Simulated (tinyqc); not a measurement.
Tight binding, dimerised chain, step by step. Computed by tinyqc, a small Python program that keeps every step. Settings: t1 = 0.47, t2 = 1.9, delta = 0.08, points = 6, cells = 4. Command: `OMP_NUM_THREADS=1 python tinyqc.py 28247 28248 out.jsonl` (the two numbers bound the seeds that draw the settings). One thread of a shared host (Intel(R) Xeon(R) Processor @ 2.60GHz), about 0.01 s of CPU time with the checks.

## Bloch Hamiltonian at k

Parameters chosen for this model:
```
parameter     value                      unit
t1         0.470000       eV, inside the cell
t2         1.900000         eV, between cells
delta      0.080000  eV, +/- on the two sites
```

k point k (2 pi / a): 0.390000

H_AA = +delta, H_BB = -delta, H_AB = -t1 - t2 exp(-i k a).

H(k) at k (eV):
```
                    A                   B
A            0.080000  0.993975+1.211106i
B  0.993975-1.211106i           -0.080000
```

## Levels at k

Diagonalise the Hermitian matrix.

eigenvalues (eV): -1.568810  1.568810

weights |c|^2 of the basis functions:
```
     band 1    band 2
A  0.474503  0.525497
B  0.525497  0.474503
```

## Bloch Hamiltonian at X

k point X (2 pi / a): 0.500000

As before.

H(k) at X (eV):
```
          A          B
A  0.080000   1.430000
B  1.430000  -0.080000
```

## Levels at X

As before.

eigenvalues (eV): -1.432236  1.432236

weights |c|^2 of the basis functions:
```
     band 1    band 2
A  0.472072  0.527928
B  0.527928  0.472072
```

## Bands along a path

The same steps at evenly spaced points between the labelled ones.

Bands along the path (eV):
```
k            band 1    band 2
G         -2.371350  2.371350
G-X 0.20  -2.298305  2.298305
G-X 0.40  -2.095043  2.095043
G-X 0.60  -1.812566  1.812566
G-X 0.80  -1.546737  1.546737
X         -1.432236  1.432236
```

With 1 band(s) filled, the highest filled level on these points lies at X and the lowest empty one at X: a gap of 2.8645 eV, direct.

## Berry (Zak) phase of the lower band

On 6 points k_j = j/N: phase = -Im ln of the product of <u_j|u_(j+1)>, closed with u_N = u_0 (the cell-periodic part is taken without the site positions). Single arguments depend on the phases chosen for the u_j; only their sum modulo 2 pi does not.

Overlaps:
```
j  |<u_j|u_j+1>|  argument (rad)
0       0.909331       -0.413261
1       0.878797       -0.475245
2       0.800595       -0.605069
3       0.800595       -0.605069
4       0.878797       -0.475245
5       0.909331       -0.413261
```

phase / pi, folded into (-1, 1] = 0.950840

## Open chain of 4 cells

H of the open chain (eV):
```
           1          2          3          4          5          6          7          8
1   0.080000  -0.470000   0.000000   0.000000   0.000000   0.000000   0.000000   0.000000
2  -0.470000  -0.080000  -1.900000   0.000000   0.000000   0.000000   0.000000   0.000000
3   0.000000  -1.900000   0.080000  -0.470000   0.000000   0.000000   0.000000   0.000000
4   0.000000   0.000000  -0.470000  -0.080000  -1.900000   0.000000   0.000000   0.000000
5   0.000000   0.000000   0.000000  -1.900000   0.080000  -0.470000   0.000000   0.000000
6   0.000000   0.000000   0.000000   0.000000  -0.470000  -0.080000  -1.900000   0.000000
7   0.000000   0.000000   0.000000   0.000000   0.000000  -1.900000   0.080000  -0.470000
8   0.000000   0.000000   0.000000   0.000000   0.000000   0.000000  -0.470000  -0.080000
```

The same hoppings without the wrap-around bond.

levels (eV): -2.268074  -1.985904  -1.626277  -0.080278  0.080278  1.626277  1.985904  2.268074

weights of the highest filled level on the sites: 0.001628  0.000189  0.000100  0.003483  0.000006  0.057329  0.000000  0.937264

The bulk gap runs from -1.4322 to 1.4322 eV; 2 level(s) of this chain lie inside it: end states, which need the weaker bond inside the cell and a chain longer than their decay length.
